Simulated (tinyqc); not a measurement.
Inside a calculation. Model: gate-all-around wire, scale length and short-channel effects.

Program tinyqc, `OMP_NUM_THREADS=1 python tinyqc.py 2420013 2420014 out.jsonl`; Intel Xeon 2.30GHz, shared host, one thread, about 0.01 s. Printed values are rounded.

A round wire of diameter ts in an insulator shell of thickness ti under a surrounding gate. Below threshold the potential that source and drain add obeys Laplace's equation and vanishes on the gate. Its lowest mode decays along the channel as exp(-k y); k is the smallest positive root of the matching condition at the interface, and the scale length is Lambda = pi/k.

Values chosen for this exercise; permittivities: semiconductor close to that of germanium, insulator close to that of silicon dioxide:
```
symbol,value,unit,meaning
T,350,K,temperature
eps_r,16,,relative permittivity of the semiconductor
ei,3.8,,relative permittivity of the insulator
ti,0.77,nm,insulator thickness
ts,13.7,nm,wire diameter
L,41,nm,channel length
Vbi,0.88,V,potential of the source
sT,0.75,V,potential of the barrier top at threshold
VTL,0.41,V,long-channel threshold
m,1,,long-channel body factor
Vds,0.7,V,drain voltage
```

Constants: q = 1.602176634e-19 C, kB = 1.380649e-23 J/K, Vt = kB T/q. Results are converted to the units shown.

## Scan of the matching condition

k, point 0 to 7 (1/nm): [0.0425, 0.085, 0.1275, 0.17, 0.2125, 0.255, 0.2975, 0.34]

f(k) = ei J0(u)[J1(u) Y0(v) - Y1(u) J0(v)] - eps_r J1(u)[J0(u) Y0(v) - Y0(u) J0(v)], u = k ts/2, v = u + k ti.

f(k), point 0 to 7: [7.97408, 3.49974, 1.82642, 0.88975, 0.28446, -0.12117, -0.38354, -0.53326]

The first change of sign lies between k = 0.2125 and 0.255 1/nm.

## Iteration 1: decay constant by Newton steps

k at the start = 0.2125 1/nm

f(k) = ei J0(u)[J1(u) Y0(v) - Y1(u) J0(v)] - eps_r J1(u)[J0(u) Y0(v) - Y0(u) J0(v)], u = k ts/2, v = u + k ti; f' by a central difference with +/- 1e-5 1/nm; k(new) = k - f/f'.

f = 0.284460
f' = -11.5866 nm
k after iteration 1 = 0.237051 1/nm

## Iteration 2: decay constant by Newton steps

As before.

f = 0.0302842
f' = -9.19847 nm
k after iteration 2 = 0.240343 1/nm

## Course of the iteration: decay constant by Newton steps

Stop when k changes by less than 1e-10 1/nm, or after 30 iterations.

Course of the iteration:
```
iteration  k (1/nm)  |change| (1/nm)
1          0.237051           0.0246
2          0.240343          3.29e-3
3          0.240396          5.33e-5
4          0.240396          1.37e-8
5          0.240396          < 1e-14
```

Converged in 5 iterations. At the end the number of correct digits about doubles with each step.

## Scale length against simple estimates

k = 0.240396 1/nm

Lambda = pi/k and l = 1/k. A parabolic potential across the structure gives l(parabolic) = sqrt([2 eps_r ts^2 ln(1 + 2 ti/ts) + ei ts^2]/(16 ei)).

Lambda = 13.0684 nm
l = 4.15980 nm
l(parabolic) = 4.71740 nm

The parabolic estimate is 13 % above l.

## Threshold shift, barrier position and swing

Along the channel psi(y) = s + a exp(y/l) + b exp(-y/l) with psi(0) = Vbi, psi(L) = Vbi + Vds and l = 1/k = Lambda/pi; with A = Vbi - s, B = A + Vds, x = exp(-L/l): a = (B - A x) x/(1 - x^2), b = (A - B x)/(1 - x^2). The minimum is s + 2 sqrt(a b), at y = (l/2) ln(b/a). The long-channel potential follows the gate as s = sT + (Vg - VTL)/m, and the threshold VT is the gate voltage at which the minimum equals sT. Swing = m Vt ln 10/g at threshold, g = d(minimum)/ds = 1 - (b x + a)/((1 + x) sqrt(a b)).

s at threshold = 0.745142 V
a = 4.37617e-5 V
b = 0.134814 V
position of the minimum = 16.7076 nm
VT = 0.405142 V
swing = 70.9318 mV/decade

The threshold lies 4.86 mV below the long-channel value, and the barrier top sits at 0.41 L from the source.
